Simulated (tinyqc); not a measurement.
# Read current of a NAND string, cells in series solved by shooting, step by step

Computed by the program tinyqc: `OMP_NUM_THREADS=1 python tinyqc.py 2142108 2142109 out.jsonl`, one thread of a shared Intel Xeon 2.30GHz, about 0.9 s for the whole run. Printed values are rounded.

Cells in series, numbered from 0 at the source line (0 V) to the bit line, each followed by a gap resistance Rg. A cell with gate Vg, threshold VT, source Vs and drain Vd passes I = 2 nf K Vt^2 [F(Vs) - F(Vd)]/(1 + th max(Vg - VT, 0)), F(V) = ln^2(1 + exp((Vg - VT - nf V)/(2 nf Vt))). The selected cell has Vg = Vr, the others Vg = Vp.

Inputs (values chosen for the exercise); values of the order met in vertical NAND strings:
```
symbol  value    unit                                 meaning
T         358       K                             temperature
K          22  uA/V^2                   gain factor of a cell
nf        1.4                                    slope factor
th       0.17     1/V               mobility reduction factor
Rg          1    kohm     resistance of the gap between cells
Vbl       0.4       V                        bit-line voltage
Vp        7.4       V                            pass voltage
Vr       3.21       V  read voltage on the selected word line
```

Constants: q = 1.602176634e-19 C, kB = 1.380649e-23 J/K, Vt = kB T/q. Results are converted to the units shown.

## Step 1: node voltages for a trial current

first trial current = 1.7 uA
thresholds from the source end, cell 0 to 5 (V): -2.1  2.4  -2.1  -2.1  -2.1  3

For a trial current I start at 0 V and, cell by cell (the selected one is cell 1), solve for the drain: sqrt(F(Vd)) = sqrt(F(Vs) - I/k), k = 2 nf K Vt^2/(1 + th max(Vg - VT, 0)), Vd = [Vg - VT - 2 nf Vt ln(exp(sqrt F) - 1)]/nf, then add I Rg.

node voltage after each cell and gap, trial 1, cell 0 to 5 (V): 0.0230038  0.152461  0.175956  0.199528  0.223180  0.258114

## Step 2: node voltages for a trial current

second trial current = 2.2 uA

As before.

node voltage after each cell and gap, trial 2, cell 0 to 5 (V): 0.0297824  0.208562  0.239222  0.270017  0.300948  0.347427

## Course of the secant iteration

Secant steps on the end voltage less Vbl, from the two trials; a trial above the saturation current of a cell has no solution and is moved halfway to the previous trial. Stop below 1e-9 V.

Course of the iteration:
```
iteration   I (uA)  end voltage - Vbl (V)  halvings
1          2.49432                4.94e-3         0
2          2.46905               -1.82e-4         0
3          2.46995               -6.47e-7         0
4          2.46996               8.46e-11         0
```

Converged in 4 iterations to I = 2.4700 uA. The selected cell takes 51.7 % of the bit-line voltage and the gaps together 3.70 %.
